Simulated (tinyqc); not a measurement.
One level coupled to a phonon between two leads, self-consistent Born approximation: one step of the calculation.

Wide-band leads with mu_L = +V/2 and mu_R = -V/2; phonons in equilibrium, Nq = 1/(exp(w0/kB T) - 1). Scattering links only energies that differ by w0, so a ladder E_k = E1 + k w0 closes on itself; terms that reach past its ends are dropped. Gn and Gp are the electron and hole parts of the spectral function A = Gn + Gp.

Problem. The ladder and the first Green functions. |G|^2 = 1/[(E - ed)^2 + (GL + GR + Sin + Sout)^2/4], Gn = |G|^2 (GL fL + GR fR + Sin), Gp = |G|^2 (GL (1 - fL) + GR (1 - fR) + Sout), f = 1/(1 + exp((E - mu)/kB T)). On a single ladder the real part of the phonon self-energy, which needs all energies, is left out. At the start Sin = Sout = 0.

Inputs (values chosen for the exercise):
- T = 300 K (temperature of leads and phonons)
- w0 = 80 meV (phonon energy)
- ed = 8 meV (level)
- GL = 51 meV (coupling to the left lead)
- GR = 38 meV (coupling to the right lead)
- V = 256 mV (bias)
- nr = 5 (rungs of the ladder shown)
- E1 = -144 meV (lowest rung)

Constants: q = 1.602176634e-19 C, kB = 1.380649e-23 J/K, Vt = kB T/q. Results are converted to the units shown.

Wanted: E; fL; fR; Gn; Gp; Nq.

Solution.

```
rung  E (meV)      fL        fR  Gn (1/meV)  Gp (1/meV)
0        -144   1.000    0.6500    0.003018    5.303e-4
1         -64  0.9994   0.07758    0.007526    0.004897
2          16  0.9870  0.003795     0.02470     0.01884
3          96  0.7752  1.725e-4    0.004066    0.005086
4         176  0.1351  7.817e-6    2.281e-4    0.002719
```

Nq = 0.04744

Range of the model: The self-consistent Born approximation keeps only non-crossing phonon lines and no Hartree shift; it is rough once the coupling nears the phonon energy.

Numbers from tinyqc (`OMP_NUM_THREADS=1 python tinyqc.py 2720026 2720027 out.jsonl`; about 0.07 s on one thread of a shared Intel Xeon 2.30GHz).
